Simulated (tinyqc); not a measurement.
From results to parameters: Luttinger model of the valence bands. Computed by the program tinyqc.

Problem. In the four-band Luttinger model 1/m = g1 -/+ 2 g2 along [100] and g1 -/+ 2 g3 along [111]. Find g1, g2, g3 and the light hole mass along [111].

heavy and light hole masses along [100] (electron masses): 0.067204  0.043860
heavy hole mass along [111] = 0.131234 electron masses

Solution. The mean of the two inverse masses along [100] is g1 and a quarter of their difference is g2; g3 = (g1 - 1/m_hh[111])/2.

g1, g2, g3: 18.8400  1.9800  5.6100
light hole mass along [111] = 0.0333 electron masses
